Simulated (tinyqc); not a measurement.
Front-illuminated p-i-n photodiode, quantum efficiency and bandwidth: one step of the calculation.

Light enters through a p layer (0 to xp), a depleted layer (xp to xp + wi) and a thick n substrate, decaying as exp(-al x); one pass, no back reflection. Carriers made in the depleted layer are all collected; those in the neutral layers diffuse.

Problem. Quantum efficiency. k = al Ln, s = S Ln/Dn, e = exp(-al xp); front layer f1 = (k/(k^2 - 1)) {[s + k - e (s cosh(xp/Ln) + sinh(xp/Ln))]/[s sinh(xp/Ln) + cosh(xp/Ln)] - k e}; depleted layer f2 = e (1 - exp(-al wi)); substrate f3 = e exp(-al wi) al Lp/(1 + al Lp); external efficiency (1 - Rf)(f1 + f2 + f3); responsivity = efficiency q lam/(h c).

Inputs (values chosen for the exercise); values close to those of In0.53Ga0.47As at this wavelength:
- lam = 1550 nm (wavelength)
- al = 7170 1/cm (absorption coefficient)
- Rf = 0.3 (reflectance of the front face)
- xp = 0.17 um (thickness of the front p layer)
- wi = 0.91 um (thickness of the depleted layer)
- Dn = 77 cm^2/s (electron diffusion coefficient in the p layer)
- Ln = 3.4 um (electron diffusion length in the p layer)
- S = 90000 cm/s (recombination velocity of the front surface)
- Lp = 2.7 um (hole diffusion length in the thick n substrate)

Constants: q = 1.602176634e-19 C, h = 6.62607015e-34 J s, c = 299792458 m/s. Results are converted to the units shown.

Find: s; f1; f2; f3; external efficiency; responsivity.

Solution.

s = 0.3974
f1 = 0.1135
f2 = 0.4242
f3 = 0.3040
external efficiency = 0.5892
responsivity = 0.7366 A/W

The front layer absorbs 11.5 % of the light that enters and collects 98.9 % of that. Diffusion from the neutral layers makes up 49.6 % of the current.

Numbers from tinyqc (`OMP_NUM_THREADS=1 python tinyqc.py 2250008 2250009 out.jsonl`; about 0.01 s on one thread of a shared Intel Xeon 2.30GHz).
